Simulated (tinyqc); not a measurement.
Against doping: dopants and charged point defects at anneal temperature: Fermi-level effect, clustering and pairing. Computed by tinyqc, a small Python program. Command: `OMP_NUM_THREADS=1 python tinyqc.py 3028470 3028471 out.jsonl pairing walk`. One thread of a shared host (Intel(R) Xeon(R) Processor @ 2.30GHz), about 0.02 s of CPU time with the checks.

Boltzmann statistics and full ionisation of active dopants. Energies are counted from the valence band; the defect (a vacancy or self-interstitial) has five charge states, with all degeneracy factors one.

Inputs (values chosen for the exercise, with bands modelled on germanium):
```
quantity                                        value   unit
gap at 0 K E_g0                                  0.73     eV
Varshni alpha                                 0.00046   eV/K
Varshni beta                                      240      K
electron mass m_e                               0.224    m_0
valleys M_c                                         4      -
hole mass m_h                                   0.329    m_0
anneal temperature T                              940      K
total dopant density N                        2.8e+19  cm^-3
formation enthalpy of the neutral defect H_f     3.13     eV
formation entropy S_f                             9.8    k_B
site density N_s                              2.6e+22  cm^-3
dopant atoms per cluster k                          3      -
cluster binding energy E_b                       1.89     eV
```

Dopant: donor. Second part: clustering of the dopant.

defect levels as fractions of E_g(T): (2+/+), (+/0), (0/-), (-/2-): 0.05  0.071  0.36  0.67

Constants: m_0 = 9.1093837015e-31 kg; k_B = 1.380649e-23 J/K; h = 6.62607015e-34 J s; k_B = 8.617333262e-05 eV/K.

Method:
- E_g = E_g0 - alpha T^2/(T + beta).
- N_c = 2 M_c (2 pi m_e k_B T/h^2)^(3/2) and N_v = 2 (2 pi m_h k_B T/h^2)^(3/2), masses in units of m_0.
- n_i = sqrt(N_c N_v) exp(-E_g/2 k_B T); E_i = E_g/2 + (k_B T/2) ln(N_v/N_c).
- n = A/2 + sqrt(A^2/4 + n_i^2) for an active density A.
- k ionised dopants and k carriers form one neutral cluster: C = N_s (A/N_s)^k (n/N_b)^k exp(E_b/k_B T), N_b the effective density of states of the majority band, and N = A + k C (60 bisections in ln A between ln N - 90 and ln N).
- chi = n/n_i (for acceptors n_i/p); E_F = E_i + k_B T ln chi; field enhancement h = 1 + A/sqrt(A^2 + 4 n_i^2).
- C_0 = N_s exp(S_f/k_B) exp(-H_f/k_B T). Ratios to the neutral state at E_F = E_i: r_+ = exp((E(+/0) - E_i)/k_B T), r_2+ = r_+ exp((E(2+/+) - E_i)/k_B T), r_- = exp((E_i - E(0/-))/k_B T), r_2- = r_- exp((E_i - E(-/2-))/k_B T); at other E_F state q scales as chi^(-q). The enhancement is sum r_q chi^(-q)/sum r_q. The charge on the defects is left out of neutrality.
- chi = n/n_i; h = 1 + A/sqrt(A^2 + 4 n_i^2); the dopant diffusivity over its intrinsic value is D/D_i = enhancement x h x A/N, if every charge state carries the dopant equally well.

E_g = 0.385546 eV

k_B T = 0.0810029 eV

n_i = 3.64460e+18 cm^-3

E_i = 0.159980 eV

effective density of states N_b of the majority band = 5.90220e+19 cm^-3

neutral defects C_0 = 7.75658e+09 cm^-3

Charge states:
```
state  ratio r  intrinsic (cm^-3)  doped (cm^-3)
2+     0.03425        2.65666e+08    6.34004e+07
+      0.19455        1.50906e+09    7.37200e+08
0      1.00000        7.75658e+09    7.75658e+09
-      1.29889        1.00750e+10    2.06237e+10
2-     0.38579        2.99240e+09    1.25390e+10
```

Trend at the anneal temperature:
```
N (cm^-3)  active A (cm^-3)     chi  defect enhancement  mean charge   D/D_i
1.10e+17         1.0998e+17  1.0152              1.0095      -0.6310  1.0245
3.00e+17         2.9957e+17  1.0419              1.0264      -0.6491  1.0670
8.30e+17         8.1908e+17  1.1187              1.0767      -0.6981  1.1812
2.30e+18         2.0293e+18  1.3164              1.2171      -0.8065  1.3619
6.30e+18         3.5859e+18  1.6064              1.4472      -0.9321  1.1874
1.70e+19         4.9881e+18  1.8960              1.7030      -1.0309  0.7819
4.80e+19         6.4456e+18  2.2192              2.0172      -1.1197  0.4503
1.30e+20         7.9611e+18  2.5730              2.3947      -1.1988  0.2548
3.60e+20         9.7105e+18  2.9979              2.8934      -1.2759  0.1405
```

What does the comparison show, and why?

Well below n_i = 3.64e18 cm^-3 chi and the enhancement are near 1. At any doping d ln(enhancement)/d ln chi equals minus the mean charge, which goes from -0.63 to -1.28 over the rows. Clustering bends A over: its exponent in N falls to 0.20, towards 1/(2k) = 0.167, and D/D_i peaks at N = 2.3e18 cm^-3.

Extremes, crossings and ranges named in words are read from the listed rows.
